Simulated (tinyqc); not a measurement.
Leakage through a gate insulator: direct, Fowler-Nordheim, trap-assisted and Poole-Frenkel currents: one step, computed by the program tinyqc. Command: `OMP_NUM_THREADS=1 python tinyqc.py 3009088 3009089 out.jsonl oxideleak walk`. One thread of a shared host (Intel(R) Xeon(R) Processor @ 2.30GHz), about 0.01 s of CPU time with the checks.

Electrons enter from the cathode Fermi level at x = 0; the conduction band of the insulator lies phi_b - e F x above it, F = V/t. WKB exponents use a parabolic band with mass m.

Problem. Field and tunnelling without traps. For a level a distance phi(x) below the band, the WKB exponent is 2 int kappa dx with kappa = sqrt(m phi/(hbar^2/2m_0)); for a linear barrier from phi_1 down to phi_2 = max(phi_1 - e F d, 0) it is G = (4/3) sqrt(m/(hbar^2/2m_0)) (phi_1^(3/2) - phi_2^(3/2))/(e F). J_tun = e^3 F^2/(16 pi^2 hbar m phi_b) x exp(-G) / [1 - sqrt(phi_2/phi_b)]^2 with the free-electron mass in the cathode (m in m_0), phi_2 = max(phi_b - e V, 0): direct tunnelling for e V < phi_b, Fowler-Nordheim above. Image forces, back-flow and the limit on supply are left out, so J_tun is overstated below about 0.5 V. Equivalent oxide thickness = 3.9 t/eps_ox.

Inputs (values chosen for the exercise, with an insulator like Si3N4):
```
quantity                        value  unit
thickness t                       2.2    nm
barrier phi_b                    2.04    eV
tunnelling mass m                0.41   m_0
static constant eps_ox           7.35     -
voltage across the insulator V   0.39     V
```

Constants: hbar^2/(2 m_0) = 3.80998212 eV angstrom^2; e = 1.602176634e-19 C; hbar = 1.054571817e-34 J s.

Give: field F; equivalent oxide thickness; WKB exponent G; tunnelling current J_tun.

Solution.

field F = 1.773 MV/cm

equivalent oxide thickness = 1.167 nm

WKB exponent G = 19.60

tunnelling current J_tun = 1.764 A/cm^2

The barrier is a trapezoid: direct tunnelling. Caution: at so low a voltage the back-flow from the anode and the carrier supply, left out of this formula, matter.
